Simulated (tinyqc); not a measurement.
Polytypes and stacking faults of a tetrahedral semiconductor in an axial Ising model with couplings up to third neighbours: one step, computed by the program tinyqc. Command: `OMP_NUM_THREADS=1 python tinyqc.py 3007271 3007272 out.jsonl polytype walk`. One thread of a shared host (Intel(R) Xeon(R) Processor @ 2.30GHz), about 0.01 s of CPU time with the checks.

Each double layer has s = +1 or -1 for the sense of its stacking step; E per pair of atoms = E0 - sum_n J_n <s_i s_(i+n)>, n = 1, 2, 3. Hexagonality h = (1 - <s_i s_(i+1)>)/2.

Task: Back from three energies to J1, J2, J3. With d2, d4, d6 the energies of 2H, 4H, 6H over 3C: d2 = 2 J1 + 2 J3, d4 = J1 + 2 J2 + J3, d6 = (2/3) J1 + (4/3) J2 + 2 J3, so J2 = (d4 - d2/2)/2, J3 = (3/4)(d6 - (2/3) d4), J1 = d2/2 - J3.

E(2H) - E(3C) = 1.32 meV/pair

E(6H) - E(3C) = -2.813333 meV/pair

E(4H) - E(3C) = -3.4 meV/pair

Give: J1 recovered; J2 recovered; J3 recovered.

Result:

J1 recovered = 1.07 meV/pair

J2 recovered = -2.03 meV/pair

J3 recovered = -0.4100 meV/pair
